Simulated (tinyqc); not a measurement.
How thick the regions must be: band offset from the macroscopic average of a supercell potential.

A model of the planar-averaged electrostatic energy of an electron in a periodic cell of N1 periods of A (L1 = N1 n1 h) and N2 periods of B (L2 = N2 n2 h), on z_j = j h: V(z) = f VA + (1 - f) VB + F t(z), VA = V1[0] + V1[1] cos(2 pi z/(n1 h)) + V1[2] cos(4 pi z/(n1 h)), VB the same with V2, n2 and z - L1. f = [tanh(z/w) - tanh((z - L1)/w) + tanh((z - L1 - L2)/w)]/2 + 1/2; t(z) = z - L1/2 in A and (L1/L2)(L1 + L2/2 - z) beyond, so that the cell is periodic.

Running mean over n points, periodic: for odd n the plain mean of the n points centred on j; for even n the n + 1 points with half weight at both ends. The macroscopic average applies the mean over n1 points and then over n2 points.

Inputs chosen for the exercise (gaps near those of Si and GaP; the results hold for these values, not for the real material): h = 0.3 angstrom (grid step); n1 = 5 (grid points per period of A); n2 = 7 (grid points per period of B); V1 = (-6.97, 3.62, 0.24) eV (mean and two harmonics of the potential in A); V2 = (-9.19, 4.61, -0.46) eV (the same in B); w = 0.54 angstrom (width of the interfaces).

N1 = N2 = N, no slope (F = 0); dV is read at j = floor(N n1/2) and N n1 + floor(N n2/2). The exact value is V2[0] - V1[0].

Results:

| N | L1 (angstrom) | dV (eV) | error (meV) |
|---|---|---|---|
| 1 | 1.50 | -1.2026 | 1017.38 |
| 2 | 3.00 | -1.9557 | 264.35 |
| 3 | 4.50 | -2.2062 | 13.77 |
| 4 | 6.00 | -2.2192 | 0.81 |
| 5 | 7.50 | -2.2199 | 0.11 |
| 6 | 9.00 | -2.2200 | 0.01 |

How do the results move, and what explains it?

The error is below 10 meV from N = 4 on. The two windows together span 3.60 angstrom and must fit between the interface tails, which fall as exp(-2 z/w); the errors at N = 2, 3 and 4 are 264.35, 13.77 and 0.81 meV.

tinyqc: `OMP_NUM_THREADS=1 python tinyqc.py 1850384 1850385 out.jsonl`; about 0.01 s, one thread, shared Intel(R) Xeon(R) Processor @ 2.30GHz.
